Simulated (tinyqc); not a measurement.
What moves the results: Weaire-Thorpe hybrids on a Bethe lattice: gap and dangling bond of an amorphous tetrahedral solid. A value that a table varies takes the place of the one given here.

Four sp3 hybrids an atom at energy 0, coupled by -V1 on the atom and by -V2 along a bond; the bonds form a tree (no rings). For any network the gap runs at least from -V2 + V1 to V2 - 3 V1, and p-like states pile up at -V2 + V1 and V2 + V1. On the tree the gap is wider: it ends at Ec = -V1 + sqrt(V2^2 + 4 V1^2 - 2 sqrt3 V1 V2), which makes it well wider than the gaps of the real glasses. A branch seen from a hybrid has the self-energy S = V2^2 g, where g is the Green function of the hybrid across the bond, whose three partners carry S themselves. With a = z - V1, b = a - S: g = 1/(a + V1 b/(b + 3 V1)), z = E + i eta. A full atom has G = (1/b)(b + 3 V1)/(b + 4 V1) per hybrid; a dangling hybrid with shift dh has G = 1/(1/g - dh).

Parameters, chosen for this exercise (of the size of tabulated hybrid energies for amorphous silicon; not measured data): V1 = 1.77 eV (coupling of two hybrids on one atom); V2 = 4.56 eV (coupling of the two hybrids of a bond); eta = 0.03 eV (broadening); dh = -1.6 eV (shift of the dangling hybrid (rehybridisation)); VH = 4.59 eV (coupling to a hydrogen atom); eH = -2.9 eV (hydrogen level); E1s = -4 eV (first energy); dE = 0.48 eV (step).

## Bulk, dangling and hydrogenated hybrids across the gap

edges (eV): Ev -2.79000, Ec(bound) -0.75000, Ec(tree) 0.54641

Thirteen energies E1s + j dE. With hydrogen the hybrid gains the self-energy VH^2/(z - eH) and dh = 0.

Density per hybrid (1/eV):
```
E (eV)    bulk  dangling  with hydrogen
-4.00   0.0033    0.0022         0.0030
-3.52   0.0050    0.0014         0.0007
-3.04   0.0380    0.0018         0.0005
-2.56   0.0446    0.0028         0.0004
-2.08   0.0050    0.0055         0.0004
-1.60   0.0019    0.0173         0.0004
-1.12   0.0011    0.3819         0.0004
-0.64   0.0008    0.0497         0.0005
-0.16   0.0008    0.0094         0.0007
0.32    0.0012    0.0046         0.0012
0.80    0.0202    0.0263         0.0185
1.28    0.0297    0.0345         0.0379
1.76    0.0344    0.0359         0.0579
```

Between Ev = -2.79 and Ec = 0.55 eV the bulk density is a broadening tail (least 0.0008). The dangling hybrid reaches 0.382 at -1.12 eV among these rows; its level lies at -0.995 eV, and the peak there, of width eta, is far higher unless a row falls on it. With hydrogen the largest value on the rows inside the gap, more than 0.05 eV from an edge, is 0.0012, and 1/g = VH^2/(E - eH) has no root in the gap: the state has gone into a bonding level below and an antibonding one above.

## Level against rehybridisation

Root of 1/g(E) = dh for eta = 0 in the gap of the tree, between Ev = -V2 + V1 and Ec; a dash: none. A flatter atom makes the hybrid more p-like (dh > 0, up to V1), a more pyramidal one more s-like (dh < 0).

Level:
```
dh (eV)   E (eV)  above Ev (eV)  weight
-3.0     -1.9031         0.8869   0.624
-2.5     -1.5851         1.2049   0.646
-2.0     -1.2587         1.5313   0.658
-1.5     -0.9294         1.8606   0.657
-1.0     -0.6039         2.1861   0.642
-0.5     -0.2904         2.4996   0.608
0.0       0.0000         2.7900   0.548
0.5       0.2513         3.0413   0.450
1.0       0.4410         3.2310   0.299
```

A level exists for 9 of the 9 rows, from dh = -3 (0.887 eV above Ev) to 1 (3.231 eV); the gap of the tree is 3.336 eV. Its slope dE/d(dh) is the weight, largest at dh = -2 (0.66). A level that rises as the atom flattens is why an emptied dangling bond relaxes flat and a doubly filled one pyramidal.

## Stretching the bonds

V2 is scaled as (d0/d)^2 and V1 stays. Bound 2 V2 - 4 V1; tree V2 - 2 V1 + sqrt(V2^2 + 4 V1^2 - 2 sqrt3 V1 V2); a negative bound means that a network with rings may have no gap.

Against d/d0:
```
d/d0  V2 (eV)  V2/V1  bound (eV)  tree (eV)
0.96    4.948  2.795       2.816      3.992
0.98    4.748  2.682       2.416      3.650
1.00    4.560  2.576       2.040      3.336
1.02    4.383  2.476       1.686      3.049
1.04    4.216  2.382       1.352      2.787
1.07    3.983  2.250       0.886      2.436
1.10    3.769  2.129       0.457      2.133
1.15    3.448  1.948      -0.184      1.719
```

The bound falls by 183 meV for each per cent of stretch near d0 and vanishes at d/d0 = 1.135, inside the table. Weak, stretched bonds therefore put states closest to the edges, one origin of band tails.

## What each parameter does

Ev = -V2 + V1, conduction edge of the tree -V1 + sqrt(V2^2 + 4 V1^2 - 2 sqrt3 V1 V2), and the level that solves 1/g(E) = dh for eta = 0. Each row changes one parameter from the base and keeps the others.

Results:
```
case          Ev (eV)  Ec (eV)  level (eV)  weight
base          -2.7900   0.5464     -0.9952   0.658
V1 = 1.69 eV  -2.8700   0.6599     -1.0412   0.679
V2 = 4.71 eV  -2.9400   0.6459     -1.0262   0.673
dh = -1.7 eV  -2.7900   0.5464     -1.0611   0.659
```

The largest shifts from the base row, up to three for each result and ties (the steps differ in size, so this ranks the rows, not the parameters). Ev (eV): V2 -0.1500, V1 -0.0800; unchanged at the printed digits by dh. Ec (eV): V1 +0.1135, V2 +0.0995; unchanged at the printed digits by dh. level (eV): dh -0.0659, V1 -0.0460, V2 -0.0309. weight: V1 +0.021, V2 +0.015, dh +0.001.

tinyqc: `OMP_NUM_THREADS=1 python tinyqc.py 1450048 1450049 out.jsonl`; about 0.02 s, one thread, shared Intel(R) Xeon(R) Processor @ 2.30GHz.
